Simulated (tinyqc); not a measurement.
Plane-wave Kohn-Sham cycle with exchange-only LDA in a layered model solid, step by step. Computed by tinyqc, a small Python program that keeps every step. Settings: points = 16, plane-wave index or count = 3, electrons = 4, k points = 2, area = 22.0, mixing = 0.5, iteration cap = 73. Command: `OMP_NUM_THREADS=1 python tinyqc.py 20560 20561 out.jsonl` (the two numbers bound the seeds that draw the settings). One thread of a shared host (Intel(R) Xeon(R) Processor @ 2.60GHz), about 0.02 s of CPU time with the checks.

A solid whose potential varies along x alone (atomic units):
```
parameter                      value
period a                   15.300000
cross-section of the cell  22.000000
electrons per cell                 4
grid points                       16
plane waves -n..n, n               3
k points                           2
V1 in V1 cos(2 pi x/a)     -0.470000
V2 in V2 cos(4 pi x/a)      0.140000
```

Stop when sqrt(dV sum R^2) is below 1e-8, dV = a A/N.

Course of the cycle:
```
iteration  E (hartree)  norm of the residual
1            -1.445500              1.98e-01
2            -1.029056              1.86e-01
3            -1.058188              1.43e-01
4            -1.038805              1.76e-01
5            -1.188949              1.84e-01
6            -1.071257              1.89e-01
7            -1.217842              1.90e-01
8            -1.070659              1.88e-01
9            -1.210653              1.88e-01
10           -1.069983              1.88e-01
11           -1.210348              1.88e-01
...                ...                   ...
63           -1.210576              1.88e-01
64           -1.070088              1.88e-01
65           -1.210576              1.88e-01
66           -1.070088              1.88e-01
67           -1.210576              1.88e-01
68           -1.070088              1.88e-01
69           -1.210576              1.88e-01
70           -1.070088              1.88e-01
71           -1.210576              1.88e-01
72           -1.070088              1.88e-01
73           -1.210576              1.88e-01
```

Can the last value be used, and what does the course show?

Not by the stop rule. Not converged within 73 iterations: the residual has stopped falling: the iteration swings between two states. Reruns (cap 100 unless said): mixing 0.1: not converged; mixing 0.5, Kerker q0 1.0: converged in 70 (E = -0.87803); mixing 0.3, Pulay depth 5: converged in 14 (E = -0.87803); the original settings with a cap of 400: not converged.
